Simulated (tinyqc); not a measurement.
# Changing the backscatter range beta

Model: electron-beam lithography: double-Gaussian proximity function, edge placement and dose correction for parallel lines. Computed by tinyqc, a small Python program. Command: `OMP_NUM_THREADS=1 python tinyqc.py 3113271 3113272 out.jsonl proximity sweep`. One thread of a shared host (Intel(R) Xeon(R) Processor @ 2.30GHz), about 0.01 s of CPU time with the checks.

Lines are infinitely long. Absorbed energy is counted so that the middle of a very large area written at dose 1 receives 1; the resist develops where it exceeds 1/2.

Inputs (values chosen for the exercise, of the order of those for 10 keV electrons in resist on silicon): forward range alpha = 0.022 micrometre; backscatter ratio eta = 0.69.

line widths (micrometre): [0.084, 0.75, 0.88, 0.18, 0.035]

gaps between the lines (micrometre): [0.062, 0.11, 0.2, 0.11]

Method:
- The first line starts at x = 0; each next one starts after the width and the gap.
- f(r) = [exp(-r^2/alpha^2)/alpha^2 + eta exp(-r^2/beta^2)/beta^2]/(pi (1 + eta)). A line from a to b at dose d gives E(x) = d [S(alpha) + eta S(beta)]/(1 + eta), S(s) = [erf((b - x)/s) - erf((a - x)/s)]/2.
- M_ij is the mean of E at the two edges of line i from line j at dose 1.
- Uncorrected edge energies are M 1. Solve M d = 1/2 for the doses d that put the mean edge energy of every line at the threshold.

One run for each value:
```
backscatter range beta (micrometre)  largest over smallest dose
1.1                                                       1.444
1.5                                                       1.301
2.0                                                       1.185
2.7                                                       1.105
3.6                                                       1.063
4.8                                                       1.042
6.5                                                       1.032
8.8                                                       1.028
```

What does the table show?

Over the rows, largest over smallest dose falls from 1.44 to 1.03 (exponent d ln y / d ln x -0.34 between the first rows and -0.013 between the last).

Extremes, crossings and ranges named in words are read from the listed rows.
